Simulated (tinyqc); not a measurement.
What each parameter does: pair of shallow donors (hydrogen-like orbitals).

Each donor has the orbital exp(-r/a); energy unit Ha* = q/(eps a), q = e^2/(4 pi eps0), so that a lone donor is bound by Ha*/2; x = R/a. One electron: S = (1 + x + x^2/3) exp(-x), j = 1/x - (1 + 1/x) exp(-2x), k = (1 + x) exp(-x); levels E(+/-) = -1/2 - (j +/- k)/(1 +/- S) in Ha*, without the repulsion of the ions, split by D = |E(-) - E(+)|. In six valleys the overlaps S and k are multiplied by v = [cos(K Rx) + cos(K Ry) + cos(K Rz)]/3, K = k0 (2 pi/a_lat), for isotropic envelopes and the symmetric valley state.

Two electrons, Heitler-London: with S' = (1 - x + x^2/3) exp(x), C = 1/x - exp(-2x)(1/x + 11/8 + 3x/4 + x^2/6), X = (1/5){exp(-2x)(25/8 - 23x/4 - 3x^2 - x^3/3) + (6/x)[S^2 (0.5772157 + ln x) + S'^2 Ei(-4x) - 2 S S' Ei(-2x)]}, Q = C - 2j + 1/x and A = X - 2 S k + S^2/x, the singlet and triplet lie at (Q +/- w A)/(1 +/- w S^2) from two lone donors, with the valley weight w = v^2; the exchange is J = triplet - singlet.

Constants: e^2/(4 pi eps0) = 14.39964547 eV angstrom.

Inputs chosen for the exercise (near those of two donors in Si; not measured data):
- a = 17.1 angstrom (orbital radius)
- eps = 11.4 (dielectric constant)
- n = (12.25, 0.25, 0.25) a_lat (separation vector)
- a_lat = 5.431 angstrom (lattice constant)
- k0 = 0.856 2 pi/a_lat (valley position)

x, D = |E(-) - E(+)| and J.

Results for these values:

| case | x | D (meV) | J (micro-eV) |
|---|---|---|---|
| base | 3.892 | 1.291 | 57.6 |

What happens to each result for k0 = 0.836 2 pi/a_lat, all else kept?

Answer: x does not change at the printed digits; D rises from 1.291 to 1.334; J rises from 57.6 to 61.6.

The same for each parameter in turn:

| case | x | D (meV) | J (micro-eV) |
|---|---|---|---|
| base | 3.892 | 1.291 | 57.6 |
| a = 18.8 angstrom | 3.540 | 1.488 | 85.8 |
| eps = 12.5 | 3.892 | 1.177 | 52.5 |
| k0 = 0.836 2 pi/a_lat | 3.892 | 1.334 | 61.6 |
| n = (13.25, 0.25, 0.25) a_lat | 4.210 | 0.1841 | 1.16 |

Run: tinyqc, `OMP_NUM_THREADS=1 python tinyqc.py 1282495 1282496 out.jsonl`; Intel(R) Xeon(R) Processor @ 2.30GHz, one thread, shared host; about 0.01 s of CPU time with all checks.
